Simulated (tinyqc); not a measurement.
Which input was changed? Model: self-consistent Fermi level with native defects, at growth and after a quench. Computed by tinyqc, a small Python program. Command: `OMP_NUM_THREADS=1 python tinyqc.py 3028788 3028789 out.jsonl scfermi which`. One thread of a shared host (Intel(R) Xeon(R) Processor @ 2.30GHz), about 0.5 s of CPU time with the checks.

Energies are counted from the top of the valence band (VBM); when the gap shrinks with temperature the conduction band moves and the levels stay. The added dopant is taken as fully ionised. D and A draw on one reservoir with opposite signs, as the two vacancies of a compound do.

Inputs (values chosen for the exercise, with bands modelled on ZnSe):

| quantity | value | unit |
|---|---|---|
| gap E_g at 300 K | 2.73 | eV |
| slope -dE_g/dT above 300 K | 0.00067 | eV/K |
| electron mass m_e | 0.147 | m_0 |
| valleys M_c | 1 | - |
| hole mass m_h | 0.732 | m_0 |
| E_f of the neutral native donor D | 2.925 | eV |
| E_f of the neutral native acceptor A | 2.004 | eV |
| shift s of the chemical potential | 0.27 | eV |
| site density N_s | 3.3e+22 | cm^-3 |
| dopant density N_X | 4.5e+19 | cm^-3 |
| growth temperature T_g | 1410 | K |
| temperature of use T | 200 | K |

Added shallow dopant: donor.

levels of D above the VBM, most positive state first (eV): 1.29  1.84

levels of A above the VBM, (0/-1) first (eV): 1.39

Constants: m_0 = 9.1093837015e-31 kg; k_B = 1.380649e-23 J/K; h = 6.62607015e-34 J s; k_B = 8.617333262e-05 eV/K.

Method:
- E_f(D, 0) = input + s and E_f(A, 0) = input - s; E_f(q, E_F = 0) follows from the levels, eps(q/q-1) = E_f(q - 1) - E_f(q) at E_F = 0.
- E_g(T) = E_g - slope x max(0, T - 300 K).
- N_c = 2 M_c (2 pi m_e k_B T/h^2)^(3/2) and N_v = 2 (2 pi m_h k_B T/h^2)^(3/2), masses in units of m_0.
- At growth T = T_g.
- n = N_c F_1/2((E_F - E_g)/k_B T), p = N_v F_1/2(-E_F/k_B T).
- F_1/2(eta) = (2/sqrt(pi)) int_0^infinity sqrt(x)/(1 + exp(x - eta)) dx, by the trapezoid rule in t = sqrt(x) with step 0.02 up to t = 12 (for eta < -12 by exp(eta) - exp(2 eta)/2^(3/2)).
- In equilibrium c_q = N_s exp(-(E_f(q, 0) + q E_F)/k_B T).
- Net charge = p - n + sum q c_q + N_X; the log ratio is ln(positive charge/negative charge).
- E_F is the root of the log ratio, by 50 bisections between -0.5 eV and E_g + 0.5 eV.
- After a quench the totals of D and A stay as grown, and each is shared among its charge states with weights exp(-(E_f(q, 0) + q E_F)/k_B T).

Problem. One of these inputs alone was changed, within the range given: E_f of the neutral native acceptor A (1.002 to 4.008); site density N_s (1.65e+22 to 6.6e+22); temperature of use T (150 to 400); electron mass m_e (0.0735 to 0.294). Which one, and to what value?

Results:

| run | p after the quench (cm^-3) | total A (cm^-3) | total D (cm^-3) |
|---|---|---|---|
| before | 7.990260e-57 | 1.329489e+19 | 1.335198e+11 |
| after | 3.906498e-54 | 3.122628e+19 | 1.533103e+11 |

Solution.

Each candidate set to reproduce p after the quench, and what it then gives:

| candidate | range searched | value needed | total A (cm^-3) | total D (cm^-3) |
|---|---|---|---|---|
| E_f of the neutral native acceptor A (eV) | 1.002 to 4.008 | 1.750 | 3.1226e+19 | 1.5331e+11 |
| site density N_s (cm^-3) | 1.65e+22 to 6.6e+22 | out of reach | - | - |
| temperature of use T (K) | 150 to 400 | 207.4 | 1.3295e+19 | 1.3352e+11 |
| electron mass m_e (m_0) | 0.0735 to 0.294 | out of reach | - | - |

Only E_f of the neutral native acceptor A fits every result: it went from 2.004 to 1.75 eV. The next best candidate, temperature of use T, misses one result by 57 %.

Caution: in a wide-gap host the dopant, above all an acceptor, may be only partly ionised at the temperature of use; the carrier density is then overstated. Caution: above about 2e19 cm^-3 defects interact, pair and form bands, which the dilute model leaves out.
